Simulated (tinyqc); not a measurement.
Inside a calculation. Model: MOS inversion layer, Poisson-Schroedinger loop.

Numbers from tinyqc (`OMP_NUM_THREADS=1 python tinyqc.py 2160023 2160024 out.jsonl`; about 0.4 s on one thread of a shared Intel Xeon 2.30GHz). Printed values are rounded.

Electrons confined at an insulator interface at z = 0, treated as a hard wall; parabolic valleys, Hartree approximation, no image or exchange terms. The depletion charge lies far deeper than the electrons and gives a uniform field q Nd/(eps0 eps_r); the gate balances all charge. Energies are counted from the band edge at the interface.

Values chosen for this exercise; masses and permittivity close to those of silicon (111): temperature T = 200 K; relative permittivity eps_r = 11.5; mass along z of valley set A (6 valley(s)) mz1 = 0.254 m0; in-plane density-of-states mass of set A md1 = 0.362 m0; sheet density of electrons Ns = 4.6e11 cm^-2; sheet density of depletion charge Nd = 3.9e12 cm^-2; mesh step hz = 0.56 nm; mixing factor a = 1.

Constants: q = 1.602176634e-19 C, kB = 1.380649e-23 J/K, hbar = 1.054571817e-34 J s, m0 = 9.1093837015e-31 kg, Vt = kB T/q, eps0 = 8.8541878128e-14 F/cm where lengths are in cm, hbar^2/(2 m0) = 0.0380998212 eV nm^2. Results are converted to the units shown.

## Fixed part of the potential

z, node 1 to 17 (nm): 0.56  1.12  1.68  2.24  2.8  3.36  3.92  4.48  5.04  5.6  6.16  6.72  7.28  7.84  8.4  8.96  9.52

V0 = q Nd z/(eps0 eps_r) in eV.

fixed potential V0, node 1 to 17 (eV): 0.034365  0.068730  0.103095  0.137460  0.171825  0.206190  0.240555  0.274920  0.309285  0.343650  0.378015  0.412380  0.446745  0.481110  0.515475  0.549840  0.584205

## Round 1: levels and probability densities

self-consistent potential U at the start, node 1 to 17 (eV): 0  0  0  0  0  0  0  0  0  0  0  0  0  0  0  0  0

Tridiagonal Hamiltonian with psi = 0 one step beyond both ends: H_ii = C (1/m_(i-1/2) + 1/m_(i+1/2))/hz^2 + V0_i + U_i, H_(i,i+1) = -C/(m_(i+1/2) hz^2), C = hbar^2/(2 m0). The lowest 2 level(s) are kept, normalised to hz sum |psi|^2 = 1. The mass is the same on all intervals.

levels (eV): A1 0.191972, A2 0.333845

```
node	|psi|^2 of A1 (1/nm)	|psi|^2 of A2 (1/nm)
1	0.119598	0.113019
2	0.333744	0.213329
3	0.436566	0.109936
4	0.385622	0.001706
5	0.260575	0.070714
6	0.143221	0.233355
7	0.066396	0.326373
8	0.026594	0.300402
9	0.009362	0.209186
10	0.002935	0.117761
11	0.000827	0.055692
12	0.000212	0.022684
13	0.000049	0.008094
14	0.000011	0.002555
15	0.000002	0.000713
16	0.000000	0.000169
17	0.000000	0.000027
```

## Round 1: Fermi level and occupations

Level k holds N_k = D_k Vt ln(1 + exp((EF - E_k)/Vt)) with D = 6 md1 m0 q/(pi hbar^2) per eV (spin included); EF is fixed by sum N_k = Ns.

EF = 0.131449 eV
N_k (cm^-2): A1 4.59876e11, A2 1.24167e8

## Round 1: density, output potential and mixing

n_i = sum_k N_k |psi_k|^2 (converted to cm^-3). Hartree part by Gauss: on the interval before node i the electrons still beyond are S_i = Ns - hz sum_(j<i) n_j, and U_i = U_(i-1) + q S_i hz/(eps0 eps_r) in eV, U_0 = 0 at the interface. Mixing: U(new) = U + a (U(out) - U).

```
node	n (1e18 cm^-3)	U(out) (eV)	U after round 1 (eV)
1	0.55014	0.0040533	0.0040533
2	1.53507	0.0078352	0.0078352
3	2.00780	0.0108595	0.0108595
4	1.77338	0.0128931	0.0128931
5	1.19841	0.0140517	0.0140517
6	0.65893	0.0146189	0.0146189
7	0.30575	0.0148610	0.0148610
8	0.12267	0.0149522	0.0149522
9	0.04331	0.0149828	0.0149828
10	0.01364	0.0149921	0.0149921
11	0.00387	0.0149947	0.0149947
12	0.00100	0.0149953	0.0149953
13	0.00024	0.0149954	0.0149954
14	0.00005	0.0149955	0.0149955
15	0.00001	0.0149955	0.0149955
16	0.00000	0.0149955	0.0149955
17	0.00000	0.0149955	0.0149955
```

## Course of the self-consistent loop

Start from U = 0. Stop when the largest |U(out) - U| is below 1e-7 eV, or after 120 rounds.

Course of the iteration:
```
round	level A1 (eV)	EF (eV)	largest |U(out) - U| (eV)
1	0.191972	0.131449	0.0150
2	0.203211	0.142688	2.25e-4
3	0.203118	0.142596	5.68e-6
4	0.203121	0.142598	1.43e-7
5	0.203121	0.142598	3.62e-9
```

Converged in 5 rounds.

## Converged levels, occupations and centroid

converged U, node 1 to 17 (eV): 0.0040533  0.0078204  0.0108028  0.0127811  0.0138915  0.0144274  0.0146530  0.0147369  0.0147648  0.0147732  0.0147754  0.0147760  0.0147761  0.0147762  0.0147762  0.0147762  0.0147762

Solve for the levels with V0 + U, find EF, n_i = sum_k N_k |psi_k|^2 (in cm^-3); share of each level N_k/Ns; centroid sum n z/sum n.

levels (eV): A1 0.203121, A2 0.346754
EF = 0.142598 eV
shares (%): A1 99.9756, A2 0.0244
n, node 1 to 17 (in units of 1e18 cm^-3): 0.58009  1.59004  2.03514  1.75858  1.16449  0.62877  0.28710  0.11356  0.03958  0.01232  0.00346  0.00089  0.00021  0.00004  0.00001  0.00000  0.00000
centroid = 2.04146 nm

An 800-node mesh to 16 nm with 8 levels a set gives A1 = 0.2045 eV, EF = 0.1440 eV and a centroid of 2.070 nm; the levels kept above hold 100 % of the electrons there. The coarse centroid is 1.4 % below the fine one.

## Closed-form estimates

Triangular well: E_k = a_k (C F^2/mz)^(1/3), a_1 = 2.338107, a_2 = 4.087949, C = hbar^2/(2 m0), F in eV/nm. Fang-Howard (all electrons in the lowest level of set A): b^3 = 6 (mz1/C) q (Nd + 11 Ns/32)/(eps0 eps_r), centroid 3/b, level C b^2/(4 mz1) + (3/b) q (Nd + 11 Ns/16)/(eps0 eps_r). Use F = q (Nd + Ns)/(eps0 eps_r), the surface field, and F = q (Nd + Ns/2)/(eps0 eps_r).

A1 with the surface field = 0.208191 eV
A1 with Nd + Ns/2 = 0.200803 eV
A2 with Nd + Ns/2 = 0.351084 eV
b = 1.36694 1/nm
Fang-Howard centroid = 2.19468 nm
Fang-Howard level = 0.215670 eV

Against the self-consistent A1 = 0.2045 eV on a fine mesh, the surface-field estimate is 1.8 % above it, the half-charge one 1.8 % below it and Fang-Howard 5.4 % above it. A1 holds 100 % of the electrons, and the Fang-Howard centroid is 6.0 % above the full one.
